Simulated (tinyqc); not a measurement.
Inside a calculation. Model: specific resistance of a metal-semiconductor contact and its transmission-line measurement. Computed by tinyqc, a small Python program that keeps every step. Command: `OMP_NUM_THREADS=1 python tinyqc.py 3031848 3031849 out.jsonl contact walk`. One thread of a shared host (Intel(R) Xeon(R) Processor @ 2.30GHz), about 0.01 s of CPU time with the checks. Intermediate numbers are printed to about 6 digits and carried at full precision; extremes and crossings named in words are read from the listed rows.

The barrier is parabolic (depletion approximation), energies E are normal energies counted from the band edge in the neutral semiconductor (downwards for holes), and the bias is zero. xi is an input, held fixed when other inputs move.

Inputs (values chosen for the exercise, modelled on n-type silicon):
```
quantity                                           value          unit
tunnelling mass m                                   0.31           m_0
permittivity eps                                    11.7             -
Richardson constant A*                               107  A/(cm^2 K^2)
barrier height phi_B                                0.57            eV
doping N                                         6.4e+20        1/cm^3
Fermi level above the band edge in the bulk, xi     0.25            eV
temperature T                                        300             K
sheet resistance R_sh                                 38           ohm
contact length d                                     6.6    micrometre
contact width W                                      1.4    micrometre
```

Image-force lowering: left out.

Constants: hbar = 1.054571817e-34 J s; eps_0 = 8.8541878128e-12 F/m; m_0 = 9.1093837015e-31 kg; k_B = 8.617333262e-05 eV/K; e = 1.602176634e-19 C.

## Tunnelling energy and barrier

E_00 = (e hbar/2) sqrt(N/(eps eps_0 m)); band bending E_b = phi_B + xi; depletion width w = sqrt(2 eps eps_0 E_b/(e^2 N)).

E_00 = 246.629 meV

E_00/k_B T = 9.54002

depletion width = 1.28719 nm

barrier used, above the bulk band edge = 0.82 eV

By the usual rule this is field emission (E_00 > 5 k_B T). Caution: the barrier is thinner than 1.5 nm, about the spacing of dopants, so a smooth parabolic barrier and WKB are rough.

## Transmission and supply

WKB transmission for E < E_b, with a = E/E_b: D = exp{-(E_b/E_00) [sqrt(1 - a) - a ln((1 + sqrt(1 - a))/sqrt(a))]}; D = 1 above. f = 1/(1 + exp((E - xi)/k_B T)).

E, D, f and D f at E/E_b = 0.05, 0.15, 0.3, 0.45, 0.6, 0.75, 0.9, 0.98:
```
E/E_b  E (eV)         D            f          D f
0.05   0.0410  0.056217  9.99692e-01  5.62000e-02
0.15   0.1230  0.103681  9.92700e-01  1.02924e-01
0.30   0.2460  0.207027  5.38605e-01  1.11506e-01
0.45   0.3690  0.354053  9.92105e-03  3.51258e-03
0.60   0.4920  0.540308  8.60085e-05  4.64711e-05
0.75   0.6150  0.746281  7.38362e-07  5.51026e-07
0.90   0.7380  0.930941  6.33813e-09  5.90042e-09
0.98   0.8036  0.993725  5.01106e-10  4.97961e-10
```

Among these points D f is largest at E/E_b = 0.3; for a non-degenerate tail the peak lies at E/E_b = 1/cosh^2(E_00/k_B T) = 0.000, but it cannot fall far below the Fermi level.

## Specific contact resistance

At zero bias 1/rho_c = (e A*/k_B^2) int D(E) f(E) dE, f = 1/(1 + exp((E - xi)/k_B T)); 200 Gauss-Legendre points from 0 to E_b, and k_B T ln(1 + exp((xi - E_b)/k_B T)) for the part above the barrier; the share of tunnelling is the part below.

specific contact resistance rho_c = 2.39352e-09 ohm cm^2

share of tunnelling = 100.0000 %

rho_c by thermionic emission alone = 10.1029 ohm cm^2

Tunnelling lowers rho_c by a factor 4.22e9. The field-emission exponent (E_b - xi)/E_00 is 2.3, the thermionic one (E_b - xi)/k_B T is 22.0.

## Current crowding

Transmission-line model: transfer length L_T = sqrt(rho_c/R_sh); R_c = (R_sh L_T/W) coth(d/L_T). Limits: rho_c/(W d) for d << L_T, sqrt(rho_c R_sh)/W for d >> L_T.

transfer length L_T = 0.0793645 micrometre

d/L_T = 83.1606

contact resistance R_c = 2.15418 ohm

R_c W = 3.01585 ohm micrometre

short-contact limit = 0.0259039 ohm

long-contact limit = 2.15418 ohm

The contact is long: current crowds at the front edge, and more length does not help.

## A transmission-line measurement read back

Transmission-line model: transfer length L_T = sqrt(rho_c/R_sh); R_c = (R_sh L_T/W) coth(d/L_T). Two contacts a gap s apart give R = 2 R_c + R_sh s/W. A straight-line fit gives R_sh from the slope and R_c from the intercept; the simple reading takes L_x = R_c W/R_sh as the transfer length and rho_c = R_sh L_x^2.

Resistances:
```
gap s (micrometre)  R (ohm)
0.079                6.4526
0.160                8.6512
0.320               12.9941
0.630               21.4084
1.300               39.5941
```

L_x = 0.0793645 micrometre

rho_c by the simple reading = 2.39352e-09 ohm cm^2

simple reading over true value = 1.000000

The simple reading is right, since coth(d/L_T) is 1 for so long a contact.

Checks made by the program: closed WKB exponent against numerical integration over the parabolic barrier (relative difference below 1e-10).
